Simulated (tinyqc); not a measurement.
Doping density: delta-doped layer in the Thomas-Fermi potential.

All donors ionised in the plane z = 0, zero temperature, energies from the Fermi level EF of the Thomas-Fermi model, which lies at the bulk band edge; c = hbar^2/2m0, q = e^2/(4 pi eps0). Layer in a (001) plane: two valleys with m_z = ml, m_d = mt (unprimed) and four with m_z = mt, m_d = sqrt(ml mt) (primed); m3 = (ml mt^2)^(1/3), gv = 6. With n = (gv/3 pi^2)(m3 (-V)/c)^(3/2) and V'' = -(4 pi q/eps) n for z > 0, the solution is V = -b/(|z| + z0)^4 with sqrt(b) = 20/K, K = (4 pi q/eps)(gv/3 pi^2)(m3/c)^(3/2), and z0^5 = 4b/(e F0), e F0 = 2 pi q N/eps; 1e13/cm^2 = 1e-3/angstrom^2. Exchange and correlation are left out.

Subbands solve -(c/m_z) psi'' + V psi = E psi on 1280 points of spacing z0/80; up to ten levels for each group, kept if bound with an rms width below 2.5 z0.

Constants: hbar^2/2m0 = 3.80998211 eV angstrom^2; e^2/(4 pi eps0) = 14.39964547 eV angstrom.

Values chosen for the exercise (near those of a delta-doped layer in Si; shifted at random, so the results belong to these values and not to a real crystal):
```
symbol  value                             unit         meaning
ml      0.909                             m0           longitudinal mass
mt      0.184                             m0           transverse mass
eps     11.8                                           dielectric constant
Nl      (1.3, 2.6, 5.2, 9.1, 16, 26, 42)  x 1e13/cm^2  sheet densities
```

The well, the lowest level and the filling anew; at zero temperature n_i = g m_d (mu - E_i)/(2 pi c), with mu fixed by sum n_i = N.

Results:
```
N (1e13/cm^2)  z0 (angstrom)  depth (eV)  lowest (eV)  next - lowest (eV)  occupied  share of lowest (%)
1.3                     31.3      0.0779      -0.0285              0.0143         2                 32.2
5.2                     23.7      0.2362      -0.1026              0.0457         3                 29.0
9.1                     21.2      0.3695      -0.1706              0.0720         3                 27.7
16                      18.9      0.5804      -0.2835              0.1132         4                 26.4
26                      17.2      0.8559      -0.4376              0.1664         4                 25.2
42                      15.6      1.2561      -0.6699              0.2423         4                 24.1
```

Give the missing row, N (1e13/cm^2) = 2.6.

Computed row:
```
N (1e13/cm^2)  z0 (angstrom)  depth (eV)  lowest (eV)  next - lowest (eV)  occupied  share of lowest (%)
2.6                     27.2      0.1356      -0.0543              0.0257         3                 30.6
```

The depth grows as N^(4/5) and z0 shrinks as N^(-1/5): factors 16.1 and 2.00 for 32 times the doping. The lowest level deepens faster, with exponent 0.91, since the zero-point energy takes a smaller share of a deeper well (63 % falling to 47 %). The number of occupied subbands is 2 in the first row and 4 in the last. Depths beyond about 0.5 eV stretch parabolic valleys past their range.

Program tinyqc; command `OMP_NUM_THREADS=1 python tinyqc.py 1251586 1251587 out.jsonl`; about 0.2 s on one thread of a shared Intel(R) Xeon(R) Processor @ 2.30GHz.
